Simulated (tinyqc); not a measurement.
# Changing the equivalent oxide thickness t

Model: ballistic transport through the one-dimensional subbands of a rectangular nanowire or nanosheet channel. Computed by tinyqc, a small Python program. Command: `OMP_NUM_THREADS=1 python tinyqc.py 3028322 3028323 out.jsonl wire sweep`. One thread of a shared host (Intel(R) Xeon(R) Processor @ 2.30GHz), about 0.04 s of CPU time with the checks.

Hard walls, parabolic subbands, transport along x. Energies are counted from the bulk conduction band edge at the top of the barrier, which the gate pulls down by U; the source Fermi level lies at the bulk edge when U = 0.

Inputs (values chosen for the exercise, modelled on silicon):

| quantity | value | unit |
|---|---|---|
| light mass m_t | 0.19 | m_0 |
| heavy mass m_l | 0.901 | m_0 |
| height a | 4.2 | nm |
| width b | 5.1 | nm |
| gate voltage above flat band V_G | 0.8 | V |
| drain voltage V_D | 0.62 | V |
| temperature T | 150 | K |

Valleys: silicon [100] wire.

Constants: hbar^2/(2 m_0) = 3.80998212 eV angstrom^2; k_B = 8.617333262e-05 eV/K; m_0 = 9.1093837015e-31 kg; k_B = 1.380649e-23 J/K; hbar = 1.054571817e-34 J s; eps_0 = 8.8541878128e-12 F/m; e = 1.602176634e-19 C; h = 6.62607015e-34 J s.

Method:
- E_pq = (hbar^2 pi^2/2)(p^2/(m_y b^2) + q^2/(m_z a^2)); valley pairs: (m_x, m_y, m_z) = (m_t, m_t, m_l), (m_t, m_l, m_t), (m_l, m_t, m_t), each with degeneracy g = 2; the 10 lowest subbands are kept.
- F_j(eta) = (1/Gamma(j + 1)) int_0^infinity x^j/(1 + exp(x - eta)) dx, F_0 = ln(1 + exp(eta)). Integrals over x = E/(k_B T) use 160 Gauss-Legendre points in u = sqrt(x) from 0 to sqrt(max(eta, 0) + 32).
- With degeneracy g = 2, eta_i = (U - E_i)/(k_B T) and u = e V_D/(k_B T): line density n = sum_i g sqrt(2 m_x k_B T/pi)/(2 hbar) [F_-1/2(eta_i) + F_-1/2(eta_i - u)]; gate: e n = C_ox (V_G - U/e), C_ox = 3.9 eps_0 2 (a + b)/t (flat-plate estimate); I = (2 e k_B T/h) sum_i g [F_0(eta_i) - F_0(eta_i - u)].

One run for each value:

| equivalent oxide thickness t (nm) | ballistic current I (microampere) | line density n (1/nm) | U (meV) |
|---|---|---|---|
| 0.40 | 169.76 | 4.6018 | 340.83 |
| 0.57 | 117.20 | 3.5598 | 293.84 |
| 0.82 | 78.17 | 2.6790 | 252.01 |
| 1.20 | 49.85 | 1.9496 | 216.42 |
| 1.70 | 34.41 | 1.4269 | 194.91 |
| 2.40 | 24.61 | 1.0376 | 178.79 |
| 3.50 | 16.89 | 0.7302 | 162.51 |
| 5.00 | 11.36 | 0.5233 | 147.26 |

Over the rows, ballistic current I (microampere) falls from 170 to 11.4 (exponent d ln y / d ln x -1.0 between the first rows and -1.1 between the last); line density n (1/nm) falls from 4.60 to 0.523 (exponent d ln y / d ln x -0.72 between the first rows and -0.93 between the last); U (meV) falls from 341 to 147 (exponent d ln y / d ln x -0.42 between the first rows and -0.28 between the last). Thinning the oxide by a factor 12.5 raises n by 8.79 and the current by 14.94. The charge lags because part of V_G goes into U (quantum capacitance and subband energy).

Extremes, crossings and ranges named in words are read from the listed rows.
